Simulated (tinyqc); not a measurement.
Worked calculation: effective mass of the light-hole band from tabulated energies. Values are carried at full precision from step to step, so a last printed digit may differ when a step is redone from the rounded ones.

c = hbar^2/2m0.
Constants: hbar^2/2m0 = 3.80998211 eV angstrom^2; kB = 8.617333262e-05 eV/K.

Values chosen for the exercise (out of a larger set: band of an eight-band Kane model near GaAs; not measured data): T = 77 K (temperature).

## Finite differences

Energies along [100], from the band edge downward:
```
k (1/angstrom)  E (meV)
0.00000          0.0000
0.00400          0.6748
0.00800          2.6913
0.01200          6.0265
0.01600         10.6422
0.02000         16.4866
0.02400         23.4953
0.02800         31.5926
0.03200         40.6934
```

reference mass (curvature of the model at k = 0.0001 1/angstrom) = 0.09025 m0

The band is even in k. m = c k^2/E(k) from the points 1, 2, 4 (k = 0 is point 0); Richardson from points 1 and 2: c/m = [16 E(k1) - E(k2)]/(12 k1^2).

m from points 1, 2, 4 (m0): 0.09034  0.09060  0.09165

m by Richardson = 0.09025 m0

Errors against the reference: +0.09, +0.39 and +1.55 % and 0.00 %. The extrapolation removes the k^4 term.

## Least squares over all points

Fit E = a k^2 (a = sum k^2 E/sum k^4), then E = a k^2 + b k^4 from the normal equations; E in eV; m = c/a.

sums of k^4, k^6, k^8: 2.2456e-06  1.8308e-09  1.6177e-12

sums of k^2 E, k^4 E: 9.0342e-05  7.3355e-08

a, one term = 40.230 eV angstrom^2

a and b, two terms: 42.16  -2367

m, one and two terms (m0): 0.09470  0.09037

The parabola over all points errs by +4.9 % because the weights k^4 favour the outer points; the second term brings the error to +0.1 %.

## The non-parabolic form

E (1 + alpha E) = c k^2/m means that y = c k^2/E is a straight line in E with intercept m and slope m alpha. Fit the line by unweighted least squares over points 1 to 8, E in eV.

y (m0): 0.09034  0.09060  0.09104  0.09165  0.09244  0.09340  0.09455  0.09587

m = 0.09021 m0
alpha = 1.529 1/eV

The intercept errs by -0.05 %. For this band the scale of alpha is set by Dso = 0.34 eV as well as by the gap.

## Which mass for which use

From the fitted m and alpha: momentum mass at energy E, m (1 + 2 alpha E); curvature mass m (1 + 2 alpha E)^3; thermal factors to first order in alpha kT: density of states Nc (1 + 15 alpha kT/4), conductivity mass m (1 + 5 alpha kT). Take E = 3 kT/2.

alpha kT = 0.0101
momentum mass = 0.09295 m0
curvature mass = 0.09869 m0
factor on Nc = 1.0380
thermal conductivity mass = 0.09478 m0

alpha kT is small, so first order serves. For a warped valence band one direction does not stand for the whole band.

## Checks

- Two-term fit by normal equations against a least-squares routine: both 42.1600.

tinyqc: `OMP_NUM_THREADS=1 python tinyqc.py 1880063 1880064 out.jsonl`; about 0.01 s, one thread, shared Intel(R) Xeon(R) Processor @ 2.30GHz.
